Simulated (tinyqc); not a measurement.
Thin (001) film in sp3s* tight binding with raised dangling bonds, step by step. Values are carried at full precision from step to step, so a last printed digit may differ when a step is redone from the rounded ones.

sp3s* tight binding, nearest neighbours only: anion (a) at 0, cation (c) at a/4 (1,1,1), orbitals s, px, py, pz, s* on each; k in units of 2 pi/a. With phases e_j = exp(i (pi/2) k.n_j) for n = (1,1,1), (1,-1,-1), (-1,1,-1), (-1,-1,1): g0 = (e1+e2+e3+e4)/4, g1 = (e1+e2-e3-e4)/4, g2 = (e1-e2+e3-e4)/4, g3 = (e1-e2-e3+e4)/4. The diagonal holds the levels Esa, Epa, Exa (s*) and Esc, Epc, Exc. Anion-cation block: <sa|sc> = Vss g0; <sa|xc> = Vsapc g1; <xa|sc> = -Vscpa g1; <xa|xc> = Vxx g0; <xa|yc> = <ya|xc> = Vxy g3, <xa|zc> = <za|xc> = Vxy g2, <ya|zc> = <za|yc> = Vxy g1; <s*a|xc> = Vxapc g1; <xa|s*c> = -Vpaxc g1; y and z take g2 and g3 in place of g1; s-s* and s*-s* vanish.

Parameters, chosen for this exercise (out of a larger set: near a published set for Si, fitted to gaps, whose masses and valley positions are rough; not measured data):
- p = (-4.247, 1.727, -4.247, 1.727, 6.725, 6.725, -8.266, 1.707, 4.536, 5.733, 5.733, 5.344, 5.344) eV (order Esa, Epa, Esc, Epc, Exa, Exc, Vss, Vxx, Vxy, Vsapc, Vscpa, Vxapc, Vpaxc)
- N = 5 (atomic planes in the small film)
- dl = 10 eV (shift of the dangling hybrids)

## Bulk edges along [001]

Gap at Gamma and minimum on (0,0,kz), kz from 0.5 to 1, from the bulk Ev. States at zero in-plane momentum come from this line alone.

edges (eV): Gamma 3.4140, Delta 1.1900

kz of the minimum = 0.7320 2 pi/a

## The two blocks of the small film

Planes alternate anion (a), cation (c) along [001], a/4 apart, starting with an anion; zero in-plane momentum; levels counted from the bulk Ev, the lower root of [[Epa, Vxx], [Vxx, Epc]]; no spin-orbit coupling. Block of s, pz, s*: from an anion to the cation above, Vss/2 (s,s), Vsapc/2 (s,z), -Vscpa/2 (z,s), Vxx/2 (z,z), Vxapc/2 (s*,z), -Vpaxc/2 (z,s*); to the cation below the same with the s-z and s*-z signs reversed. Block of u = (px + py)/sqrt2 and v = (px - py)/sqrt2: to the cation above (Vxx + Vxy)/2 for u and (Vxx - Vxy)/2 for v, to the cation below the reverse. Each surface atom has two dangling sp3 hybrids; raising both by dl adds (dl/2) [[1, t], [t, 1]] to its s, pz levels (t = -1 at the bottom face, +1 at the top) and dl to the one of u, v in whose plane the missing bonds lie (v for a bottom anion or a top cation, u for a top anion).

Fill them in.

s, pz, s* block (eV):
```
        sa1     za1    *a1     sc2     zc2     *c2     sa3     za3     *a3     sc4     zc4     *c4
sa1   0.733  -5.000      0  -4.133   2.866       0       0       0       0       0       0       0
za1  -5.000   6.707      0  -2.866   0.854  -2.672       0       0       0       0       0       0
*a1       0       0  6.705       0   2.672       0       0       0       0       0       0       0
sc2  -4.133  -2.866      0  -4.267       0       0  -4.133   2.866       0       0       0       0
zc2   2.866   0.854  2.672       0   1.707       0  -2.866   0.854  -2.672       0       0       0
*c2       0  -2.672      0       0       0   6.705       0   2.672       0       0       0       0
sa3       0       0      0  -4.133  -2.866       0  -4.267       0       0  -4.133   2.866       0
za3       0       0      0   2.866   0.854   2.672       0   1.707       0  -2.866   0.854  -2.672
*a3       0       0      0       0  -2.672       0       0       0   6.705       0   2.672       0
sc4       0       0      0       0       0       0  -4.133  -2.866       0  -4.267       0       0
zc4       0       0      0       0       0       0   2.866   0.854   2.672       0   1.707       0
*c4       0       0      0       0       0       0       0  -2.672       0       0       0   6.705
sa5       0       0      0       0       0       0       0       0       0  -4.133  -2.866       0
za5       0       0      0       0       0       0       0       0       0   2.866   0.854   2.672
*a5       0       0      0       0       0       0       0       0       0       0  -2.672       0

        sa5    za5     *a5
sa1       0      0       0
za1       0      0       0
*a1       0      0       0
sc2       0      0       0
zc2       0      0       0
*c2       0      0       0
sa3       0      0       0
za3       0      0       0
*a3       0      0       0
sc4  -4.133  2.866       0
zc4  -2.866  0.854  -2.672
*c4       0  2.672       0
sa5   0.733  5.000       0
za5   5.000  6.707       0
*a5       0      0   6.705
```

u, v block (eV):
```
       ua1     va1     uc2     vc2     ua3     va3     uc4     vc4     ua5    va5
ua1  1.707       0   3.122       0       0       0       0       0       0      0
va1      0  11.707       0  -1.415       0       0       0       0       0      0
uc2  3.122       0   1.707       0  -1.415       0       0       0       0      0
vc2      0  -1.415       0   1.707       0   3.122       0       0       0      0
ua3      0       0  -1.415       0   1.707       0   3.122       0       0      0
va3      0       0       0   3.122       0   1.707       0  -1.415       0      0
uc4      0       0       0       0   3.122       0   1.707       0  -1.415      0
vc4      0       0       0       0       0  -1.415       0   1.707       0  3.122
ua5      0       0       0       0       0       0  -1.415       0  11.707      0
va5      0       0       0       0       0       0       0   3.122       0  1.707
```

## Levels of the small film

Diagonalise both blocks.

levels of the s, pz, s* block (eV): -11.760  -9.643  -6.514  -2.689  1.805  1.969  3.098  3.840  5.667  6.705  7.572  8.116  9.983  11.002  11.574

levels of the u, v block (eV): -2.230  -2.230  -0.835  -0.835  4.119  4.119  5.557  5.557  11.923  11.923

No level lies between 0 and the bulk edge 1.190 eV; confinement has widened the gap at zero in-plane momentum to 2.639 eV.

## Checks

- Lowest conduction level of 201 planes, with the dangling hybrids shifted far away, against the bulk edge: 1.191 against 1.190.

tinyqc: `OMP_NUM_THREADS=1 python tinyqc.py 1452046 1452047 out.jsonl`; about 0.4 s, one thread, shared Intel(R) Xeon(R) Processor @ 2.30GHz.
